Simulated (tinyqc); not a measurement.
Comparisons within one model: ellipsoidal valleys in the axes of a wafer and a channel. A value that a table varies takes the place of the one given here.

Valleys with axes a along x, y and z, two valleys each; inverse mass tensor w = 1/mt + (1/ml - 1/mt) a a. Device axes: z = nz/|nz|, x = nx/|nx|, y = z cross x; in them a = (ax, ay, az). Confinement mass mz = 1/w_zz. In the plane w_ij is replaced by u_ij = w_ij - w_iz w_jz/w_zz (i, j = x, y); density-of-states mass md = 1/sqrt(det u); conductivity mass along x mc = 1/u_xx; ballistic transport mass mx = u_yy/det u, width mass my = 1/u_yy.

Hard walls: E_n = c (n pi/t)^2/mz, c = hbar^2/2m0, n = 1, 2, 3. Non-degenerate share of a valley proportional to md sum_n exp(-E_n/kT); mean 1/mc = sum of share/mc. 1 nm = 10 angstrom.

Constants: hbar^2/2m0 = 3.80998211 eV angstrom^2; kB = 8.617333262e-05 eV/K.

Parameters, chosen for this exercise (near those of the Delta valleys of Si; shifted at random, so the results belong to these values and not to a real crystal): ml = 0.952 m0 (longitudinal mass); mt = 0.197 m0 (transverse mass); t = 7 nm (thickness of the film); T = 77 K (temperature); nz = (0, 0, 1) (surface normal (confinement)); nx = (1, 0, 0) (channel direction).

## Wafer and channel orientation

For each face/channel: the lowest ladder (mz, number of valleys, md, E1, share) and the mean conductivity mass over all valleys.

Results:
```
face/channel,mz,valleys,md,E1 (meV),share,mean mc
(001)/[110],0.952,2,0.197,8.1,0.961,0.2001
(113)/[1-10],0.561,2,0.257,13.7,0.901,0.2057
(001)/[100],0.952,2,0.197,8.1,0.961,0.2001
(210)/[001],0.539,2,0.262,14.2,0.883,0.2027
(111)/[1-10],0.268,6,0.371,28.7,1.000,0.3075
(110)/[1-11],0.326,4,0.336,23.5,0.941,0.3443
(110)/[1-10],0.326,4,0.336,23.5,0.941,0.5161
```

What does this show?

The mean conductivity mass is lowest, 0.2001, for (001)/[110] and (001)/[100] and highest, 0.5161, for (110)/[1-10]; the bulk value is 0.2678. The confinement energy is lowest on the face with the heaviest mz ((001), 8 meV). The density of states of the lowest ladder, valleys times md, runs between 0.394 and 2.229; a small value limits the charge through the quantum capacitance.

## Thickness of the film

Share of the lowest ladder and mean conductivity mass.

Results:
```
t (nm),lowest E1 (meV),spread of E1 (meV),share of the lowest ladder,mean mc
2.0,98.7,378.4,1.000,0.1970
3.0,43.9,168.2,1.000,0.1970
4.0,24.7,94.6,1.000,0.1970
5.0,15.8,60.6,1.000,0.1970
7.0,8.1,30.9,0.961,0.2001
10.0,3.9,15.1,0.724,0.2212
14.0,2.0,7.7,0.517,0.2436
```

What can be read from the table?

The spread falls as 1/t^2 and stays above kT = 6.6 meV; the share of the lowest ladder goes from 1.000 to 0.517 and the mean mass goes from 0.1970 to 0.2436, against 0.2678 for equal shares, the limit of a thick film (the bulk value 3/(1/ml + 2/mt) is 0.2678). Three subbands a valley become too few once E3 nears kT.

## What each parameter does

Lowest E1, its share and the mean conductivity mass. Each row changes one parameter from the base and keeps the others.

Results:
```
case,lowest E1 (meV),share,mean mc (m0)
base,8.06,0.9609,0.2001
ml = 0.857 m0,8.95,0.9573,0.2003
mt = 0.217 m0,8.06,0.9375,0.2224
t = 7.7 nm,6.66,0.9180,0.2036
T = 69.3 K,8.06,0.9761,0.1989
```

What can be read from the table?

The largest shifts from the base row, up to three for each result and ties (the steps differ in size, so this ranks the rows, not the parameters). lowest E1 (meV): t -1.40, ml +0.89; unchanged at the printed digits by mt and T. share: t -0.0429, mt -0.0234, T +0.0152. mean mc (m0): mt +0.0223, t +0.0035, T -0.0012.

Computed by tinyqc, a small Python program: `OMP_NUM_THREADS=1 python tinyqc.py 1851111 1851112 out.jsonl` (the numbers bound the seed that draws the inputs); one thread of a shared host (Intel(R) Xeon(R) Processor @ 2.30GHz), about 0.01 s for the whole set of steps.
